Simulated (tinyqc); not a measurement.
Time-dependent dielectric breakdown: cell percolation, Weibull statistics, area scaling and voltage extrapolation. From projected life back to use voltage V_u. Computed by tinyqc, a small Python program. Command: `OMP_NUM_THREADS=1 python tinyqc.py 3012962 3012963 out.jsonl tddb inv`. One thread of a shared host (Intel(R) Xeon(R) Processor @ 2.30GHz), about 0.01 s of CPU time with the checks.

The oxide is divided into columns of area a^2, each holding m = t_ox/a cells (m is taken as continuous). A share lambda(t) = (t/t_1)^alpha of the cells is defective, and a column whose cells are all defective breaks down.

Inputs (values chosen for the exercise, for a model gate oxide): oxide thickness t_ox = 5.9 nm; defect cell size a = 1.2 nm; exponent alpha of defect growth = 0.3; time t_1 at which the occupied share would reach 1 = 700000 s; test area A = 0.03 um^2; product area A_u = 400000 um^2; stress voltage V = 6.37 V; local exponent n = -d ln t/d ln V at the stress voltage = 38; activation energy E_a = 0.62 eV; stress temperature T = 125 C; use temperature T_u = 85 C; allowed failure fraction F = 0.01.

Voltage law used: E.

Constants: k_B = 8.617333262e-05 eV/K.

Method:
- Failure fraction F = 1 - (1 - lambda^m)^N with N = A/a^2 columns, which for small lambda^m is 1 - exp(-(t/t63)^beta) with beta = alpha m and t63 = t_1 N^(-1/beta); critical share lambda(t63) = N^(-1/m). 1 um^2 = 1e6 nm^2.
- All three voltage laws share the slope n at the stress voltage. Factor t(V_u)/t(V): E law exp(n (1 - V_u/V)); 1/E law exp(n (V/V_u - 1)); power law (V/V_u)^n.
- Temperatures in kelvin are T(C) + 273.15.
- Temperature factor exp[(E_a/k_B)(1/T_u - 1/T)]; area factor (A/A_u)^(1/beta); percentile factor (-ln(1 - F))^(1/beta); life = t63 x all four; 1 year = 3.15576e7 s.

Task: A run gave the result below. Find the use voltage V_u, known to lie between 3.2 and 5.3 V.

projected life = 5.231333e-05 years

Result:

Each step takes the trial c = (a f_b - b f_a)/(f_b - f_a), f being the result less the target and a, b, c the logarithms of the listed values; c replaces end b, the old b replaces a if the sign of f changed, and otherwise f_a is halved.

Scan of the range:
```
use voltage V_u (V)  projected life (years)
3.20                            2.10055e-02
3.48                            3.95293e-03
3.79                            6.21986e-04
4.12                            8.68616e-05
4.48                            1.01426e-05
4.87                            9.90266e-07
5.30                            7.61591e-08
```

False position (Illinois rule, in the logarithm of the input) inside the bracket:
```
step    end a    end b    trial  projected life (years)
1     4.12000  4.48000  4.27839             3.37659e-05
2     4.12000  4.27839  4.19563             5.53195e-05
3     4.27839  4.19563  4.20708             5.16685e-05
4     4.19563  4.20708  4.20506             5.22960e-05
5     4.19563  4.20506  4.20495             5.23295e-05
6     4.20506  4.20495  4.20500             5.23133e-05
7     4.20495  4.20500  4.20500             5.23133e-05
```

Projected life falls at every point of a 13-point scan of the range (every second point is shown), so one value fits; it is bracketed by 4.12 and 4.48. Answer: use voltage V_u = 4.205 V.

Caution: t_1 is an input here; in a real oxide it changes with thickness at fixed voltage.
